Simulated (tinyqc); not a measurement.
# Square on-chip spiral inductor, lumped pi model: what changes with what

Outer diameter do = di + 2 n wd + 2 (n - 1) sp, mean da = (do + di)/2, fill p = (do - di)/(do + di), length l = 4 n da. L = 2.34 mu0 n^2 da/(1 + 2.75 p), mu0 = 4 pi 1e-7 H/m. Rs = rho l/(wd delta (1 - exp(-th/delta))), delta = sqrt(rho/(pi f mu0)). Cs = n wd^2 eps0 eo/hu across the coil. At each end Cox = l wd eps0 eo/(2 ho) leads to the substrate branch Rsi = 2 rs he/(l wd) in parallel with Csi = l wd eps0 11.7/(2 he). With one end grounded Y = 1/(Rs + i w L) + i w Cs + 1/[1/(i w Cox) + 1/(1/Rsi + i w Csi)], w = 2 pi f; Q = -Im Y/Re Y. Eddy currents in neighbouring turns and in the substrate are left out.

Parameters, values chosen for the exercise; values of the order met in silicon radio-frequency processes: number of turns n = 3.5; line width wd = 8 um; space between turns sp = 3 um; inner diameter di = 60 um; metal thickness th = 4 um; metal resistivity rho = 2.2 uohm cm; oxide below the coil ho = 7.3 um; oxide between coil and underpass hu = 0.9 um; relative permittivity of the oxide eo = 4.1; substrate resistivity rs = 100 ohm cm; effective spreading depth in the substrate he = 30 um; frequency f = 3.2 GHz.

Constants: eps0 = 8.8541878128e-12 F/m. Results are converted to the units shown.

Each table varies one quantity; the others keep the values above.

## Quality factor against frequency

Apparent inductance Im(1/Y)/w; share of the loss Re(substrate branch)/Re Y.

Results:

| f (GHz) | Rs (ohm) | w L/Rs | Q | apparent inductance (nH) | loss in the substrate (%) |
|---|---|---|---|---|---|
| 0.46 | 1.546 | 3.179 | 3.177 | 1.702 | 0.03711 |
| 0.74 | 1.746 | 4.529 | 4.518 | 1.702 | 0.1351 |
| 1.2 | 2.022 | 6.343 | 6.302 | 1.705 | 0.4043 |
| 2 | 2.423 | 8.821 | 8.676 | 1.710 | 1.067 |
| 5.3 | 3.660 | 15.48 | 14.13 | 1.767 | 5.116 |
| 8.7 | 4.625 | 20.10 | 16.18 | 1.892 | 10.38 |
| 14 | 5.838 | 25.63 | 15.25 | 2.302 | 19.23 |
| 23 | 7.472 | 32.90 | 6.367 | 5.715 | 33.44 |

Estimate the missing row, f = 3.3 GHz.

Computed row:

| f (GHz) | Rs (ohm) | w L/Rs | Q | apparent inductance (nH) | loss in the substrate (%) |
|---|---|---|---|---|---|
| 3.3 | 2.966 | 11.89 | 11.42 | 1.726 | 2.468 |

With this row back in the table: Q goes from 3.18 through a maximum of 16.2 (at f = 8.7 GHz among the rows listed) to 6.37; the exact peak is 16.4 at 10.1 GHz and Q reaches zero at the self-resonance, 27.3 GHz. The share of the substrate rises from 0.0371 to 33.4 %, and the apparent inductance ends at 3.36 times L. At the peak the substrate takes 12.7 % of the loss. For f = 23 the coil is longer than 0.15 of a wavelength in the oxide, where one lumped section is rough.

## Effect of the metal thickness

Same model as above.

Peak Q and its frequency from a search over f; self-resonance where Im Y = 0; Q at the given f (negative beyond resonance).

The same in every row: L (nH) = 1.701; do (um) = 131.0.

Effect of the metal thickness:

| th (um) | peak Q | f of the peak (GHz) | self-resonance (GHz) | Q at f |
|---|---|---|---|---|
| 0.5 | 9.163 | 13.39 | 27.30 | 3.781 |
| 0.9 | 12.34 | 12.36 | 27.31 | 5.906 |
| 1.5 | 14.62 | 11.40 | 27.31 | 8.078 |
| 2 | 15.49 | 10.89 | 27.31 | 9.259 |
| 3 | 16.17 | 10.35 | 27.31 | 10.61 |
| 4 | 16.35 | 10.13 | 27.31 | 11.25 |
| 6 | 16.42 | 10.02 | 27.31 | 11.68 |
| 9 | 16.42 | 10.01 | 27.31 | 11.79 |

What does the table show?

As th goes from 0.5 to 9, L stays at 1.70 nH, the peak Q rises from 9.16 to 16.4, its frequency falls from 13.4 to 10.0 GHz and the self-resonance stays near 27.3 GHz. Once th exceeds a few skin depths Rs no longer falls.

Numbers from tinyqc (`OMP_NUM_THREADS=1 python tinyqc.py 2302142 2302143 out.jsonl`; about 0.01 s on one thread of a shared Intel Xeon 2.30GHz).
